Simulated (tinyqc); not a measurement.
MOSFET in the linear regime without short-channel effects, parameter extraction from computed curves: one step of the calculation.

Inversion charge Q = Cox n Vt W0(exp((Vg - VT)/(n Vt))), W0 the Lambert function and n = nf; u = Q/Cox; mobility mu = mu0/(1 + th1 u + th2 u^2); channel resistance Rch = (L - dL)/(W mu Q); Id = Vd/(Rch + Rsd/W). Cox = eps0 eox/tox. Small Vd, no channel-length or drain effects.

Question. Transfer curve. u, mu, Rch and Id as defined.

Values chosen for this exercise; channel values of the order met in silicon transistors:
```
symbol  value        unit                                                               meaning
T          77           K                                                           temperature
eox      21.5              relative permittivity of the gate insulator (close to hafnium oxide)
tox       8.1          nm                                                   insulator thickness
mu0       140  cm^2/(V s)                                                    low-field mobility
th1      0.24         1/V                                     first mobility attenuation factor
th2      0.21       1/V^2                                    second mobility attenuation factor
VT       0.46           V                                                     threshold voltage
nf        1.1                                                                       body factor
W           1          um                                                            gate width
L         1.4          um                                                     drawn gate length
dL      0.005          um                                           drawn less effective length
Rsd       250      ohm um                                          source plus drain resistance
Vd       0.05           V                                                         drain voltage
```

Constants: q = 1.602176634e-19 C, kB = 1.380649e-23 J/K, Vt = kB T/q, eps0 = 8.8541878128e-14 F/cm where lengths are in cm. Results are converted to the units shown.

```
point,Vg (V)
0,0.3
1,0.38
2,0.46
3,0.54
4,0.62
5,0.7
6,0.78
7,0.86
8,0.94
```

Wanted: u; mu; Rch; Id.

Answer.

```
point,u (V),mu (cm^2/(V s)),Rch (ohm),Id (uA)
0,2.2030e-12,140.00,1.9246e15,2.5980e-11
1,1.2680e-7,140.00,3.3436e10,1.4954e-6
2,0.0041395,139.86,1.0252e6,0.048757
3,0.064137,137.76,67179,0.74152
4,0.13852,134.97,31749,1.5625
5,0.21530,131.90,20902,2.3639
6,0.29305,128.63,15746,3.1257
7,0.37132,125.22,12766,3.8413
8,0.44992,121.69,10842,4.5079
```

Numbers from tinyqc (`OMP_NUM_THREADS=1 python tinyqc.py 2210109 2210110 out.jsonl`; about 0.01 s on one thread of a shared Intel Xeon 2.30GHz).
